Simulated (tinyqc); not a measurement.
Dielectric confinement in a thin film (image charges): sweeps and comparisons. A value that a table varies takes the place of the one given here.

A film |z| < t/2 of dielectric constant eps between half-spaces of dielectric constant e2; lam = (eps - e2)/(eps + e2), q = e^2/(4 pi eps0). The self-energy of a band edge is taken with the high-frequency value, e2 = eh, and the field of a fixed ion with the static one, e2 = eo. A charge at z has images lam^|n| at n t + (-1)^n z. Its self-energy is S(z) = (q/2 eps) sum over n >= 1 of lam^n [1/(n t - 2z) + 1/(n t + 2z)] for odd n and 2 lam^n/(n t) for even n; at the centre S(0) = -(q/(eps t)) ln(1 - lam).

Donor at the centre, lam from the static eo, trial function cos(pi z/t) exp(-rho/l): E(l) = c/(m l^2) - (q/eps) times the integral over k of F(k t) (1 + (k l/2)^2)^(-3/2), with F(x) = F0 + 2 lam exp(-x) G/(1 - lam exp(-x)), F0 = 2[(1 - exp(-x/2))/x + x (1 + exp(-x/2))/(x^2 + 4 pi^2)], G = 2 sinh(x/2)[1/x - x/(x^2 + 4 pi^2)]; c = hbar^2/2m0. The binding energy is -E at the minimum, counted from the subband edge with its self-energy.

Constants: e^2/(4 pi eps0) = 14.39964547 eV angstrom; hbar^2/2m0 = 3.80998211 eV angstrom^2; Ry = 13.60569312 eV.

Parameters, chosen for this exercise (near those of a Ge film in vacuum; shifted at random, so the results belong to these values and not to a real crystal): eps = 15.9 (dielectric constant of the film); eh = 1 (high-frequency dielectric constant outside); eo = 1 (static dielectric constant outside); m = 0.146 m0 (mass in the plane); mz = 0.12 m0 (mass across the film); ts = (10, 15, 22, 32, 48, 70, 100) angstrom (thicknesses); t = 70 angstrom (film thickness).

## Thinning the film

<S> is the mean over (2/t) cos^2(pi z/t); confinement c (pi/t)^2/mz; donor binding with and without images.

Results:
```
t (angstrom)  <S> (meV)  confinement (meV)  binding, no images (meV)  binding (meV)  l (angstrom)
10                211.1             3133.6                      26.8          297.7          18.0
15                140.8             1392.7                      25.3          220.8          21.5
22                 96.0              647.4                      23.5          165.7          25.4
32                 66.0              306.0                      21.6          124.7          29.8
48                 44.0              136.0                      19.2           91.3          35.5
70                 30.2               64.0                      17.0           68.1          41.7
100                21.1               31.3                      14.8           51.5          48.4
```

Between 100 and 10 angstrom the binding goes from 51.5 to 297.7 meV; quantum confinement alone would take it from 14.8 to 26.8, so the images supply +36.7 and +270.8 meV. |<S>| goes as 1/t and exceeds the confinement energy beyond 148 angstrom. Hard-wall energies above 300 meV (up to t = 32 angstrom) overstate the confinement: walls are finite and valleys non-parabolic.

## Choice of the surrounding dielectric

The same film between different dielectrics; in this table one value e2 serves for both eo and eh.

Results:
```
case         lam  <S> (meV)  binding (meV)  l (angstrom)
e2 = 1     0.882       30.2           68.1          41.7
e2 = 2.5   0.728       18.9           47.4          42.9
e2 = 3.9   0.606       13.8           38.4          43.8
e2 = 7.5   0.359        6.8           26.9          45.7
e2 = 16   -0.003        0.0           16.9          48.9
e2 = 25   -0.222       -3.2           12.7          51.1
e2 = 80   -0.668       -8.5            6.5          56.7
```

The binding spans a factor 10.5, from 68 meV in vacuum to 6.5 meV for e2 = 80; going from 3.9 to 25 changes it by -25.7 meV and the band edge by -17.0 meV, so the binding responds 1.51 times as much as the edge (for an orbit much smaller than t the binding would change by twice the change of S(0), -29.3 meV; here l/t = 0.63 for e2 = 3.9).

## What each parameter does

<S> is the mean over (2/t) cos^2(pi z/t). Each row changes one parameter from the base and keeps the others.

Results:
```
case             lam from eh  <S> (meV)  binding (meV)  l (angstrom)
base                   0.882       30.2           68.1          41.7
t = 80 angstrom        0.882       26.4           61.3          44.1
eps = 14.3             0.869       32.1           74.7          39.3
eo = 1.4               0.882       30.2           60.2          42.0
eh = 1.3               0.849       26.9           68.1          41.7
m = 0.175 m0           0.882       30.2           70.8          37.5
```

The largest shifts from the base row, up to three for each result and ties (the steps differ in size, so this ranks the rows, not the parameters). lam from eh: eh -0.033, eps -0.012; unchanged at the printed digits by t, eo and m. <S> (meV): t -3.8, eh -3.3, eps +1.9; unchanged at the printed digits by eo and m. binding (meV): eo -7.9, t -6.7, eps +6.6; unchanged at the printed digits by eh. l (angstrom): m -4.1, t +2.4, eps -2.4; unchanged at the printed digits by eh.

Program tinyqc; command `OMP_NUM_THREADS=1 python tinyqc.py 1250661 1250662 out.jsonl`; about 0.04 s on one thread of a shared Intel(R) Xeon(R) Processor @ 2.30GHz.
